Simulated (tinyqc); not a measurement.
Interface traps from C-V curves, high-low and Terman methods: effect of the oxide thickness on the signal.

MOS capacitor on an n-type substrate; psi is the band bending, negative in depletion; only majority carriers are counted. At the bending psi the Fermi level lies y = xi - psi below the conduction edge at the surface, xi = Vt ln(Nc/Nd). Dit(y) = D0 + D1 exp(-y/E1); traps fill up to the Fermi level, follow the bias and a slow signal, and do not follow a fast one. V is the gate voltage from flat band.

Cox = 3.9 eps0/EOT, LD = sqrt(eps0 eps_r Vt/(q Nd)), u = psi/Vt, Cd = (eps0 eps_r/(sqrt(2) LD)) |exp(u) - 1|/sqrt(exp(u) - u - 1). Ideal V0 = psi - sqrt(2) (eps0 eps_r Vt/LD) sqrt(exp(u) - u - 1)/Cox for psi < 0; the traps add dV = (q/Cox) times the integral of Dit from 0 to psi = (q/Cox) [D0 psi + D1 E1 exp(-xi/E1) (exp(psi/E1) - 1)]. 1/C_HF = 1/Cox + 1/Cd, 1/C_LF = 1/Cox + 1/(Cd + q Dit). All at psi = -0.321 V.

Parameters, values chosen for the exercise; band and dielectric values close to those of gallium nitride:
```
symbol,value,unit,meaning
T,250,K,temperature
eps_r,9.35,,relative permittivity
Nc,1.77e18,cm^-3,conduction-band density of states at T
Nd,1.8e17,cm^-3,donor density
D0,2.3e11,cm^-2 eV^-1,trap density far from the band edge
D1,3.9e12,cm^-2 eV^-1,band-tail density at the conduction edge
E1,0.15,eV,decay energy of the tail
```

Constants: q = 1.602176634e-19 C, kB = 1.380649e-23 J/K, Vt = kB T/q, eps0 = 8.8541878128e-14 F/cm where lengths are in cm. Results are converted to the units shown.

Results:

| EOT (nm) | dV (mV) | C_HF (nF/cm^2) | C_LF (nF/cm^2) | (C_LF - C_HF)/Cox (%) |
|---|---|---|---|---|
| 1.4 | -28.942 | 184.71 | 259.05 | 3.0141 |
| 2.5 | -51.682 | 174.44 | 239.30 | 4.6958 |
| 4.4 | -90.960 | 159.17 | 211.46 | 6.6634 |
| 14 | -289.42 | 110.34 | 133.17 | 9.2564 |
| 26 | -537.49 | 79.758 | 91.040 | 8.4946 |
| 46 | -950.94 | 54.556 | 59.609 | 6.7309 |

Estimate the missing row, EOT = 8 nm.

Computed row:

| EOT (nm) | dV (mV) | C_HF (nF/cm^2) | C_LF (nF/cm^2) | (C_LF - C_HF)/Cox (%) |
|---|---|---|---|---|
| 8 | -165.38 | 136.51 | 173.26 | 8.5141 |

With this row back in the table: The stretch-out grows in proportion to the EOT, from -28.9 to -951 mV, so thin oxides leave Terman's method little to read; the high-low gap goes from 3.01 through a maximum of 9.26 (at EOT = 14 nm among the rows listed) to 6.73 % of Cox.

Computed by the program tinyqc: `OMP_NUM_THREADS=1 python tinyqc.py 2030091 2030092 out.jsonl`, one thread of a shared Intel Xeon 2.30GHz, about 0.01 s for the whole run.
